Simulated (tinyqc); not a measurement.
Four-point probe, van der Pauw, Hall and spreading-resistance readings of a semiconductor layer: one step, computed by the program tinyqc.

The layer is uniform and ohmic; contacts are points unless a radius is given.

Question. Four-point voltage. Collinear probes with equal spacing on a layer with conducting backing: images at depth 2 m t give V = (rho I/(2 pi s)) G, G = 1 + 4 sum_(m>=1) (-1)^m [1/sqrt(1 + (2 m u)^2) - 1/sqrt(4 + (2 m u)^2)], u = t/s; the sum runs to m = 20000, with the last term halved. Limits: thick, rho = 2 pi s V/I; thin on an insulator, rho = (pi/ln 2) t V/I.

Inputs (values chosen for the exercise, modelled on p-type silicon): layer thickness t = 520 micrometre; probe spacing s = 1.588 mm; current I = 5 mA.

Backing of the layer: conducting.

resistivity rho = 0.003589550 ohm cm

Give: t/s; G; voltage V; rho by the thick formula; rho by the thin formula.

Answer.

t/s = 0.3275

G = 0.05601

voltage V = 0.001008 mV

rho by the thick formula = 2.011e-04 ohm cm

rho by the thin formula = 4.749e-05 ohm cm

The thick formula is off by -94.4 % and the thin one by -98.7 %. A conducting backing shunts the current, so V lies below the thick value.
